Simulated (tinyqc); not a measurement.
Undoped symmetric double-gate MOSFET, analytic potential model: effect of the gate work function less that of the intrinsic body.

An undoped body of thickness ts between two equal insulators and tied gates; long channel, electrons only, n = ni exp((psi - V)/Vt) with V the quasi-Fermi potential (0 at the source, Vd at the drain), constant mobility, no quantisation. Across the body psi(x) = V - 2 Vt ln[(ts/(2 beta)) sqrt(q ni/(2 eps0 eps_r Vt)) cos(2 beta x/ts)], x from the centre. Q is the electron charge per area of the whole body.

ni = sqrt(Nc Nv) exp(-Eg/(2 Vt)), Eg in volts; r = eps_r tox/(eox ts); V0 = dphi + 2 Vt ln[(2/ts) sqrt(2 eps0 eps_r Vt/(q ni))]. beta (between 0 and pi/2) solves (Vg - V0 - V)/(2 Vt) = ln(beta) - ln(cos beta) + 2 r beta tan(beta). Q = 8 eps0 eps_r Vt beta tan(beta)/ts; I = mu (1/L)(4 eps0 eps_r/ts)(2 Vt)^2 [g(beta_s) - g(beta_d)] per width, g = beta tan(beta) - beta^2/2 + r beta^2 tan^2(beta), with beta_s at V = 0 and beta_d at V = Vd.  I(low) is taken at Vg = 0.17 V, Qs and I(high) at Vg = 0.92 V.

Values chosen for this exercise; material values close to those of silicon:
- T = 325 K (temperature)
- Eg = 1.12 eV (band gap)
- eps_r = 11.7 (relative permittivity of the semiconductor)
- Nc = 3.15e19 cm^-3 (conduction-band density of states at T)
- Nv = 3.01e19 cm^-3 (valence-band density of states at T)
- eox = 7.63 (relative permittivity of the gate insulator)
- tox = 2.4 nm (insulator thickness)
- ts = 25 nm (body thickness)
- mu = 260 cm^2/(V s) (channel mobility)
- L = 0.5 um (gate length)
- Vd = 0.3 V (drain voltage)

Constants: q = 1.602176634e-19 C, kB = 1.380649e-23 J/K, Vt = kB T/q, eps0 = 8.8541878128e-14 F/cm where lengths are in cm. Results are converted to the units shown.

Result of one run:

| dphi (V) | V0 (V) | I(low) (nA/um) | Qs(high) (nC/cm^2) | I(high) (uA/um) |
|---|---|---|---|---|
| 0.05 | 0.47307 | 0.026993 | 1614.4 | 149.26 |

What becomes of these results when the gate work function less that of the intrinsic body dphi is changed from 0.05 to -0.05 V, all else the same?

Result of the changed run:

| dphi (V) | V0 (V) | I(low) (nA/um) | Qs(high) (nC/cm^2) | I(high) (uA/um) |
|---|---|---|---|---|
| -0.05 | 0.37307 | 0.95888 | 2095.6 | 217.21 |

The whole series:

| dphi (V) | V0 (V) | I(low) (nA/um) | Qs(high) (nC/cm^2) | I(high) (uA/um) |
|---|---|---|---|---|
| -0.15 | 0.27307 | 33.570 | 2591.8 | 290.10 |
| -0.1 | 0.32307 | 5.7037 | 2342.1 | 253.18 |
| -0.05 | 0.37307 | 0.95888 | 2095.6 | 217.21 |
| 0 | 0.42307 | 0.16091 | 1852.7 | 182.45 |
| 0.05 | 0.47307 | 0.026993 | 1614.4 | 149.26 |
| 0.1 | 0.52307 | 0.0045280 | 1381.6 | 118.10 |
| 0.15 | 0.57307 | 7.5954e-4 | 1155.8 | 89.580 |

As dphi goes from -0.15 to 0.15 V, I(low) falls from 33.6 to 7.60e-4 nA/um and I(high) falls from 290 to 89.6 uA/um. V0 rises from 0.273 to 0.573 V. In every row the surface density at the source at the higher gate voltage passes 0.3 Nc, where Boltzmann statistics fail.

Computed by the program tinyqc: `OMP_NUM_THREADS=1 python tinyqc.py 2440172 2440173 out.jsonl`, one thread of a shared Intel Xeon 2.30GHz, about 0.02 s for the whole run.
